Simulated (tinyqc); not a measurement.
# Memristor with linear dopant drift: one period

A film of thickness D has a doped share x: R = Ron x + Roff (1 - x), i = v/R, dx/dt = k i F with k = mv Ron/D^2 and F = 1 (no window). The drive is v = V0 sin(2 pi f t). The model has no threshold and no heating.

Step h = 1/(12 f), from t = j h. With g(t, x) = dx/dt: k1 = g(t, x), k2 = g(t + h/2, x + h k1/2), k3 = g(t + h/2, x + h k2/2), k4 = g(t + h, x + h k3), x(new) = x + h (k1 + 2 k2 + 2 k3 + k4)/6.

The 12 Runge-Kutta steps against a converged integration; i uses the converged x.

Values chosen for this exercise: resistance of the fully doped film Ron = 500 ohm; resistance of the undoped film Roff = 40000 ohm; film thickness D = 10 nm; dopant mobility mv = 1.3e-14 m^2/(V s); doped share at t = 0 x0 = 0.22; amplitude V0 = 0.7 V; frequency f = 2.9 Hz.

One period:

| j | v (V) | x, coarse steps | x, converged | i (uA) |
|---|---|---|---|---|
| 0 | 0.0000 | 0.2200 | 0.2200 | 0.00 |
| 1 | 0.3500 | 0.2308 | 0.2308 | 11.33 |
| 2 | 0.6062 | 0.2609 | 0.2609 | 20.42 |
| 3 | 0.7000 | 0.3042 | 0.3042 | 25.02 |
| 4 | 0.6062 | 0.3504 | 0.3503 | 23.17 |
| 5 | 0.3500 | 0.3863 | 0.3863 | 14.15 |
| 6 | 0.0000 | 0.3999 | 0.3999 | 0.00 |
| 7 | -0.3500 | 0.3863 | 0.3863 | -14.15 |
| 8 | -0.6062 | 0.3504 | 0.3503 | -23.17 |
| 9 | -0.7000 | 0.3042 | 0.3042 | -25.02 |
| 10 | -0.6062 | 0.2609 | 0.2609 | -20.42 |
| 11 | -0.3500 | 0.2308 | 0.2308 | -11.33 |
| 12 | 0.0000 | 0.2200 | 0.2200 | 0.00 |

What do the numbers show?

The current vanishes with the voltage (pinched loop). At the same voltage, j = 2 and 4, it is 20.4 uA on the way up and 23.2 uA on the way down. x peaks at 0.3999 at half period and ends at 0.2200, its starting value: the state is a function of the flux alone. The coarse steps miss by at most 6.5e-6.

Numbers from tinyqc (`OMP_NUM_THREADS=1 python tinyqc.py 2880038 2880039 out.jsonl`; about 0.1 s on one thread of a shared Intel Xeon 2.30GHz).
